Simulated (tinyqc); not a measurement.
What each parameter does: linear model of a band gap against the share of exact exchange.

E(alpha) = E0 + S alpha. A wider gap screens less, modelled in the Penn form eps(alpha) = 1 + (e0 - 1)(EP/(EP + S alpha))^2 with a scale EP chosen for the exercise. A dielectric-dependent hybrid takes alpha = 1/eps.

Values chosen for the exercise (of the order of those of GaN; not measured data):

| symbol | value | unit | meaning |
|---|---|---|---|
| E0 | 1.89 | eV | gap of the semi-local functional |
| S | 6.82 | eV | slope dE/d(alpha) |
| e0 | 6.04 |  | optical dielectric constant at alpha = 0 |
| EP | 19.5 | eV | energy scale of the screening |

Fixed point alpha = 1/eps(alpha), gap and eps there.

Results for these values:

| case | alpha | E (eV) | eps |
|---|---|---|---|
| base | 0.1835 | 3.141 | 5.451 |

What happens to each result for S = 7.502 eV, all else kept?

Answer: alpha rises from 0.1835 to 0.1855; E rises from 3.141 to 3.282; eps falls from 5.451 to 5.391.

The same for each parameter in turn:

| case | alpha | E (eV) | eps |
|---|---|---|---|
| base | 0.1835 | 3.141 | 5.451 |
| E0 = 2.079 eV | 0.1835 | 3.330 | 5.451 |
| S = 7.502 eV | 0.1855 | 3.282 | 5.391 |
| e0 = 5.436 | 0.2057 | 3.293 | 4.860 |
| EP = 21.45 eV | 0.1817 | 3.129 | 5.505 |

Computed by tinyqc, a small Python program: `OMP_NUM_THREADS=1 python tinyqc.py 1880315 1880316 out.jsonl` (the numbers bound the seed that draws the inputs); one thread of a shared host (Intel(R) Xeon(R) Processor @ 2.30GHz), about 0.01 s for the whole set of steps.
